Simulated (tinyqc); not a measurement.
Free and trapped electrons in a MOS channel with a dense trap tail: free and trapped charge against gate voltage.

p-type body, charge-sheet picture, full ionisation (an idealisation for deep acceptors), Boltzmann statistics for free electrons. e = Ec - EF at the surface. Acceptor-like traps of density D(E) = D0 + De exp(-E/Ew) at depth E below Ec, from 0 to Eu, hold n_t = integral of D(E)/(1 + exp((e - E)/Vt)). psi = Eg - Vt ln(Nv/Na) - e; N_dep = sqrt(2 eps0 eps_r Na (psi - Vt)/q); n_f = sqrt(N_dep^2 + 2 eps0 eps_r Vt Nc exp(-e/Vt)/q) - N_dep; Vg = Vfb + psi + q (N_dep + n_t + n_f)/Cox, Cox = eps0 eox/tox.

Free share n_f/(n_f + n_t); swing ln 10 n_f/(dn_f/dVg); field-effect mobility mf q (dn_f/dVg)/Cox, for a constant mf; oxide field q (N_dep + n_t + n_f)/(eps0 eox).

Inputs (values chosen for the exercise); band and dielectric values close to those of 4H silicon carbide:
- T = 400 K (temperature)
- Eg = 3.32 eV (band gap)
- eps_r = 9.61 (relative permittivity)
- Nc = 2.57e19 cm^-3 (conduction-band density of states at T)
- Nv = 3.79e19 cm^-3 (valence-band density of states at T)
- eox = 3.9 (relative permittivity of the insulator)
- tox = 44 nm (insulator thickness)
- Na = 1.3e16 cm^-3 (acceptor density)
- Vfb = -2.09 V (flat-band voltage without trapped charge)
- D0 = 3.1e10 cm^-2 eV^-1 (constant background density of acceptor-like traps)
- De = 2.2e13 cm^-2 eV^-1 (density of the tail at the conduction edge)
- Ew = 0.1 eV (decay energy of the tail)
- Eu = 0.6 eV (depth below Ec down to which the traps reach)
- mf = 100 cm^2/(V s) (mobility of free electrons)

Constants: q = 1.602176634e-19 C, kB = 1.380649e-23 J/K, Vt = kB T/q, eps0 = 8.8541878128e-14 F/cm where lengths are in cm. Results are converted to the units shown.

Free and trapped charge against gate voltage:
```
Vg (V),e (eV),n_f (cm^-2),n_t (cm^-2),free share (%),swing (mV/decade),field-effect mobility (cm^2/(V s)),oxide field (MV/cm)
1.6,0.5571,7.740e5,6.764e9,0.01144,118.6,0.003069,0.2732
2.6,0.2261,1.067e10,2.858e11,3.599,608.7,8.239,0.4252
3.5,0.1493,9.175e10,5.994e11,13.27,1520,28.38,0.6123
4.5,0.1071,2.730e11,8.827e11,23.62,2897,44.30,0.8300
5.4,0.08234,4.900e11,1.092e12,30.98,4298,53.59,1.029
6.4,0.06146,7.722e11,1.287e12,37.50,5918,61.34,1.251
7.4,0.04462,1.089e12,1.450e12,42.88,7556,67.73,1.475
8.3,0.03171,1.399e12,1.573e12,47.06,9038,72.74,1.677
9.3,0.01918,1.767e12,1.687e12,51.15,1.071e4,77.59,1.901
```

What does the table show?

n_f reaches 1e11 cm^-2 at Vg = 3.56 V, against 2.30 V without traps. The free share rises from 0.0114 to 51.2 % and the field-effect mobility rises from 0.00307 to 77.6 cm^2/(V s), although mf = 100 is constant: in the last row 77.6 % of Cox dVg goes into free electrons. The swing in the first row is 119 mV a decade (Vt ln 10 = 79.4). For Vg = 6.4, 7.4, 8.3, 9.3 EF lies less than 2 Vt below the band edge, or above it, where degeneracy and confinement, left out, matter.

tinyqc, about 0.02 s, one thread, Intel Xeon 2.30GHz (shared host): `OMP_NUM_THREADS=1 python tinyqc.py 2222083 2222084 out.jsonl`
